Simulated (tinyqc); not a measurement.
Tight binding, dimerised chain, step by step. Computed by tinyqc, a small Python program that keeps every step. Settings: t1 = 1.03, t2 = 1.51, delta = 0, points = 6, cells = 4. Command: `OMP_NUM_THREADS=1 python tinyqc.py 20812 20813 out.jsonl` (the two numbers bound the seeds that draw the settings). One thread of a shared host (Intel(R) Xeon(R) Processor @ 2.60GHz), about 0.01 s of CPU time with the checks.

## Bloch Hamiltonian at k

Parameters chosen for this model:
```
parameter,value,unit
t1,1.030000,"eV, inside the cell"
t2,1.510000,"eV, between cells"
delta,0,"eV, +/- on the two sites"
```

k point k (2 pi / a): 0.490000

H_AA = +delta, H_BB = -delta, H_AB = -t1 - t2 exp(-i k a).

H(k) at k (eV):
```
,A,B
A,0.000000,0.477020+0.094814i
B,0.477020-0.094814i,0.000000
```

## Levels at k

Diagonalise the Hermitian matrix.

eigenvalues (eV): -0.486352  0.486352

weights |c|^2 of the basis functions:
```
,band 1,band 2
A,0.500000,0.500000
B,0.500000,0.500000
```

## Bloch Hamiltonian at X

k point X (2 pi / a): 0.500000

As before.

H(k) at X (eV):
```
,A,B
A,0.000000,0.480000
B,0.480000,0.000000
```

## Levels at X

As before.

eigenvalues (eV): -0.480000  0.480000

weights |c|^2 of the basis functions:
```
,band 1,band 2
A,0.500000,0.500000
B,0.500000,0.500000
```

## Bands along a path

The same steps at evenly spaced points between the labelled ones.

Bands along the path (eV):
```
k,band 1,band 2
G,-2.540000,2.540000
G-X 0.20,-2.420233,2.420233
G-X 0.40,-2.074181,2.074181
G-X 0.60,-1.542651,1.542651
G-X 0.80,-0.908004,0.908004
X,-0.480000,0.480000
```

With 1 band(s) filled, the highest filled level on these points lies at X and the lowest empty one at X: a gap of 0.9600 eV, direct.

## Berry (Zak) phase of the lower band

On 6 points k_j = j/N: phase = -Im ln of the product of <u_j|u_(j+1)>, closed with u_N = u_0 (the cell-periodic part is taken without the site positions). Single arguments depend on the phases chosen for the u_j; only their sum modulo 2 pi does not.

Overlaps:
```
j,|<u_j|u_j+1>|,argument (rad)
0,0.950443,-0.316137
1,0.933901,-0.365624
2,0.630162,2.252558
3,0.630162,2.252558
4,0.933901,-0.365624
5,0.950443,-0.316137
```

phase / pi, folded into (-1, 1] = 1.000000

## Open chain of 4 cells

H of the open chain (eV), lower triangle:
```
,1,2,3,4,5,6,7,8
1,0.000000
2,-1.030000,0.000000
3,0.000000,-1.510000,0.000000
4,0.000000,0.000000,-1.030000,0.000000
5,0.000000,0.000000,0.000000,-1.510000,0.000000
6,0.000000,0.000000,0.000000,0.000000,-1.030000,0.000000
7,0.000000,0.000000,0.000000,0.000000,0.000000,-1.510000,0.000000
8,0.000000,0.000000,0.000000,0.000000,0.000000,0.000000,-1.030000,0.000000
```

The same hoppings without the wrap-around bond.

levels (eV): -2.385857  -1.941606  -1.258768  -0.193018  0.193018  1.258768  1.941606  2.385857

weights of the highest filled level on the sites: 0.307361  0.010794  0.133143  0.048703  0.048703  0.133143  0.010794  0.307361

The bulk gap runs from -0.4800 to 0.4800 eV; 2 level(s) of this chain lie inside it: end states, which need the weaker bond inside the cell and a chain longer than their decay length.
